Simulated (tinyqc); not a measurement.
Resistance of a tapered via with liner, size effect and interface: two fill metals against the diameter.

A round via whose diameter grows from db at the bottom as D(z) = db + 2 z/tan(ang). The fill, of diameter D - 2 tl, starts above the bottom liner (thickness fb tl) and has rho = rho0 (1 + ks lam/(D - 2 tl)); the sidewall liner conducts in parallel with it. The bottom liner and the interface are crossed over the full area pi db^2/4. Spreading in the lines above and below is left out.

Slices between z0 = fb tl and hv, evaluated at their midpoints: conductance per length pi/4 [(D - 2 tl)^2/rho + (D^2 - (D - 2 tl)^2)/rl], slice resistance = slice height over that. 2000 slices. R_fill = sum of the slices; R_bottom = rl fb tl/(pi db^2/4); R_interface = ri/(pi db^2/4). The second fill has rho2, lam2 and tl2 in place of rho0, lam and tl.

Inputs (values chosen for the exercise); fill metal close to copper:
```
symbol    value      unit                                                   meaning
hv           54        nm                                                    height
ang          88   degrees                                            sidewall angle
rho0       1.67   uohm cm                              bulk resistivity of the fill
lam        38.7        nm                                mean free path of the fill
ks          1.5                                                  size-effect factor
tl          2.7        nm                                     liner on the sidewall
fb          0.7                       liner at the bottom over that on the sidewall
rl          440   uohm cm                                  resistivity of the liner
ri      6.3e-13  ohm cm^2                       interface resistivity at the bottom
Sb       1.1e15     S/m^2      ballistic conductance per area, about 3/(4 rho0 lam)
rho2       7.87   uohm cm  bulk resistivity of the second fill (close to ruthenium)
lam2       6.44        nm                                        its mean free path
tl2         0.4        nm                                                 its liner
```

Result of one run:
```
R, first fill (ohm)  R, second fill (ohm)  ratio second/first
69.210                             31.226             0.45118
```

Which diameter at the bottom db gave this result: 17, 24, 49 or 70 nm?

db = 17 nm.

The whole series:
```
db (nm)  R, first fill (ohm)  R, second fill (ohm)  ratio second/first
8.5                   718.98                146.40             0.20363
12                    195.89                67.404             0.34409
17                    69.210                31.226             0.45118
24                    28.604                14.766             0.51621
35                    11.874                6.5951             0.55541
49                    5.6582                3.2477             0.57399
70                    2.6456                1.5466             0.58458
100                   1.2571               0.74194             0.59019
```

The ratio goes from 0.204 to 0.590. The second fill gives the lower R in every row.

Program tinyqc, `OMP_NUM_THREADS=1 python tinyqc.py 2750067 2750068 out.jsonl`; Intel Xeon 2.30GHz, shared host, one thread, about 0.01 s.
